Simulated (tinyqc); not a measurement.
Free and nearly free electrons in a metal: sweeps and comparisons. A value that a table varies takes the place of the one given here.

The cubic cell holds 4 atoms: n = 4 z/a^3, kF = (3 pi^2 n)^(1/3), EF = c kF^2/m, vF = 2 c kF/(m hbar), c = hbar^2/2m0; rs = (3/(4 pi n))^(1/3)/a0; D(EF) = 3 n/(2 EF).

Square wire of width w with grain size w: rho/rho0 = 1/(1 - 3 al/2 + 3 al^2 - 3 al^3 ln(1 + 1/al)) + (3/4) (1 - p) l/w, with al = (l/w) Rg/(1 - Rg) (Mayadas-Shatzkes plus the thick-wire form of Fuchs-Sondheimer); l = hbar kF/(n e^2 rho), e = 1.602176634e-19 C.

Constants: hbar^2/2m0 = 3.80998211 eV angstrom^2; hbar = 6.58211957e-16 eV s; a0 (Bohr radius) = 0.5291772105 angstrom.

Values chosen for the exercise (near those of Al; the results hold for these values, not for the real material):
- a = 4.053 angstrom (fcc lattice constant)
- z = 3 (free electrons an atom)
- m = 1 m0 (mass)
- rho = 2.74 micro-ohm cm (bulk resistivity)
- p = 0.5 (specularity of the surfaces)
- Rg = 0.44 (reflection at grain boundaries)
- w = 14 nm (wire width)

## Resistivity of narrow wires

Wires:
```
w (nm)     al  grain term (factor - 1)  surface term  rho (micro-ohm cm)
200     0.057                    0.084         0.027                3.04
100     0.114                    0.166         0.055                3.34
50      0.228                    0.327         0.109                3.93
30      0.381                    0.537         0.182                4.71
20      0.571                    0.798         0.273                5.67
14      0.816                    1.129         0.389                6.90
10      1.142                    1.569         0.545                8.53
7       1.632                    2.226         0.779               10.97
```

l = 14.54 nm

At 7 nm the resistivity is 4.01 times the bulk value; grain boundaries add more (2.23 from grains, 0.78 from surfaces). It passes twice the bulk value between 30 and 20 nm. The surface formula is meant for w above l = 15 nm, so the rows below that are rough.

## What sets the wire resistivity

All results formed anew. Each row changes one parameter from the base and keeps the others.

Results:
```
case                      EF (eV)  l (nm)  wire rho (micro-ohm cm)
base                       11.635   14.54                    6.901
a = 4.175 angstrom         10.965   15.43                    7.151
m = 1.2 m0                  9.696   14.54                    6.901
rho = 3.288 micro-ohm cm   11.635   12.11                    7.463
p = 0.8                    11.635   14.54                    6.261
Rg = 0.308                 11.635   14.54                    5.585
w = 9.8 nm                 11.635   14.54                    8.650
```

The largest shifts from the base row, up to three for each result and ties (the steps differ in size, so this ranks the rows, not the parameters). EF (eV): m -1.939, a -0.670; unchanged at the printed digits by rho, p, Rg and w. l (nm): rho -2.42, a +0.89; unchanged at the printed digits by m, p, Rg and w. wire rho (micro-ohm cm): w +1.749, Rg -1.316, p -0.640; unchanged at the printed digits by m. The mass drops out of l at given rho, because vF falls and tau rises by the same factor.

Run: tinyqc, `OMP_NUM_THREADS=1 python tinyqc.py 1680888 1680889 out.jsonl`; Intel(R) Xeon(R) Processor @ 2.30GHz, one thread, shared host; about 0.01 s of CPU time with all checks.
